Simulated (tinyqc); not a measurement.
Barrier width: Kronig-Penney superlattice by transfer matrices.

Wells (width a, potential 0, mass mw) alternate with barriers (width b, height V0, mass mb); period d = a + b; c = hbar^2/2m0. The vector (psi, psi'/m) is continuous, and a layer of thickness t carries it by M = [[cos kt, (m/k) sin kt], [-(k/m) sin kt, cos kt]] with k = sqrt(m (E - V)/c); for E < V, k = i kappa gives [[cosh, (m/kappa) sinh], [(kappa/m) sinh, cosh]] of kappa t. A Bloch state obeys cos(q d) = tr(Mb Mw)/2.

Constants: hbar^2/2m0 = 3.80998211 eV angstrom^2.

Inputs chosen for the exercise (near those of the light valleys of a Si film between layers of SiO2; the results hold for these values, not for the real material): a = 12 angstrom (well width); V0 = 3.081 eV (barrier height); mw = 0.195 m0 (mass in the wells); mb = 0.491 m0 (mass in the barriers); bs = (3, 4.5, 6, 7.8, 9.6, 12, 15) angstrom (barrier widths).

First miniband against b. m_z = -2 c f'/d^2 with f = tr M/2 at the bottom of the band. E1 is the level of the single well, kappa1 its decay constant in the barrier.

First miniband:

| b (angstrom) | bottom (eV) | top (eV) | W (meV) | ln W | m_z (m0) |
|---|---|---|---|---|---|
| 3.0 | 0.3990 | 0.6204 | 221.4 | 5.400 | 0.397 |
| 4.5 | 0.4565 | 0.5491 | 92.57 | 4.528 | 0.688 |
| 6.0 | 0.4818 | 0.5207 | 38.90 | 3.661 | 1.29 |
| 7.8 | 0.4940 | 0.5078 | 13.77 | 2.623 | 2.89 |
| 9.6 | 0.4984 | 0.5033 | 4.877 | 1.585 | 6.76 |
| 12.0 | 0.5003 | 0.5015 | 1.222 | 0.201 | 21.7 |
| 15.0 | 0.5008 | 0.5010 | 0.2167 | -1.529 | 96.5 |

E1 = 0.5009 eV
kappa1 = 0.5766 1/angstrom

W falls from 221.4 to 0.22 meV, and both edges close in on E1. The slope of ln W is -0.5812 per angstrom over the first two rows and -0.5766 over the last two, against -kappa1 = -0.5766: the width follows one power of the tunnelling amplitude once the wells couple weakly. m_z grows by a factor 243.1. Layers under about 10 angstrom are at the limit of envelope theory.

Run: tinyqc, `OMP_NUM_THREADS=1 python tinyqc.py 1280495 1280496 out.jsonl`; Intel(R) Xeon(R) Processor @ 2.30GHz, one thread, shared host; about 0.04 s of CPU time with all checks.
